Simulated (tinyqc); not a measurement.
## On-chip interconnect, size-dependent resistivity and RC delay: course in time

A rectangular line between two neighbours and two ground planes. Surface and grain-boundary scattering are added to the bulk resistivity as corrections; capacitances are parallel-plate values without fringing; inductance is ignored.

7 equal pi sections: series Rs = r Lw/7; node capacitances c Lw/7, halved at nodes 0 and 7, with Cl added to node 7; Rd feeds node 0. Elmore delay of node k: the sum, over the resistors on the path to k, of resistance times all capacitance downstream of it.

A 1 V step is applied behind Rd at t = 0. C dv/dt = -G v + b, with G the conductance matrix of the ladder (1/Rs between neighbours, 1/Rd added at node 0) and b = (1 V/Rd, 0, ...). Backward Euler step: (C/dt + G) v(new) = (C/dt) v + b. The last column solves the same ladder exactly by its modes.

Values chosen for this exercise: driver resistance Rd = 3400 ohm; time step dt = 170 ps.

Rs = 4894.96 ohm

| node | C (fF) |
|---|---|
| 0 | 1.82956 |
| 1 | 3.65913 |
| 2 | 3.65913 |
| 3 | 3.65913 |
| 4 | 3.65913 |
| 5 | 3.65913 |
| 6 | 3.65913 |
| 7 | 2.03956 |

Voltages (V):

| t (ps) | node 0 | node 3 | node 7 | node 7, exact |
|---|---|---|---|---|
| 170.0 | 0.8172 | 0.3290 | 0.1654 | 0.1588 |
| 340.0 | 0.9009 | 0.5421 | 0.3653 | 0.4222 |
| 510.0 | 0.9332 | 0.6773 | 0.5345 | 0.6083 |
| 680.0 | 0.9528 | 0.7694 | 0.6629 | 0.7346 |
| 850.0 | 0.9662 | 0.8344 | 0.7569 | 0.8202 |
| 1020 | 0.9757 | 0.8809 | 0.8249 | 0.8782 |
| 1190 | 0.9825 | 0.9143 | 0.8739 | 0.9174 |
| 1360 | 0.9874 | 0.9383 | 0.9092 | 0.9441 |
| 1530 | 0.9909 | 0.9556 | 0.9347 | 0.9621 |
| 1700 | 0.9935 | 0.9680 | 0.9530 | 0.9743 |
| 1870 | 0.9953 | 0.9770 | 0.9662 | 0.9826 |
| 2040 | 0.9966 | 0.9834 | 0.9756 | 0.9882 |

The far end of the ladder reaches 0.5 V at 403.3 ps, 0.756 of its Elmore delay (ln 2 = 0.693 for a single pole); the slowest mode has a time constant of 436.7 ps. The largest error of the backward Euler steps at that node is 74 mV.

Range of the model: The metal width is under the mean free path, where the thick-limit surface term and the simple sum of corrections lose accuracy.

Computed by the program tinyqc: `OMP_NUM_THREADS=1 python tinyqc.py 2100098 2100099 out.jsonl`, one thread of a shared Intel Xeon 2.30GHz, about 0.01 s for the whole run.
